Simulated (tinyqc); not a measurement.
BCS gap equation with a constant attraction inside the Debye window: one step, computed by the program tinyqc.

Pairs attract with strength V for |xi| < k_B Theta; N(0) is the density of states for one spin. Energies are given as temperatures (E/k_B, in K) unless marked.

Task: Lengths and fields. xi_0 = hbar v_F/(pi Delta_0); lambda_L = sqrt(m_0 eps_0 c^2/(n e^2)); N(0) = 3 n/(2 m_0 v_F^2) for one spin; condensation energy N(0) Delta_0^2/2 = B_c^2/(2 mu_0), mu_0 = 1/(eps_0 c^2); with scattering lambda = lambda_L sqrt(1 + xi_0/l) in the local limit (where xi_0 and l both exceed lambda, nonlocal response makes the true depth larger); Ginzburg-Landau kappa = 0.96 lambda_L/xi_0 + 0.72 lambda_L/l. Free-electron mass throughout; heavier carriers, as in niobium or vanadium, give a larger lambda_L and kappa and can make the metal type II.

Inputs (values chosen for the exercise, for a model metal):
```
quantity,value,unit
Debye temperature Theta,426,K
Fermi velocity v_F,590000,m/s
electron density n,3.97,1e28/m^3
mean free path l,5.1,nm
```

Solver: secant.

Delta_0 = 64.67144 K

Constants: hbar = 1.054571817e-34 J s; k_B = 1.380649e-23 J/K; m_0 = 9.1093837015e-31 kg; eps_0 = 8.8541878128e-12 F/m; c = 299792458 m/s; e = 1.602176634e-19 C.

Give: coherence length xi_0; London depth lambda_L; critical field B_c(0); depth with scattering; Ginzburg-Landau kappa.

Result:

coherence length xi_0 = 22.181 nm

London depth lambda_L = 26.671 nm

critical field B_c(0) = 433.76 mT

depth with scattering = 61.685 nm

Ginzburg-Landau kappa = 4.9196

kappa exceeds 1/sqrt(2): type II, and the sample is dirty, l well below xi_0.
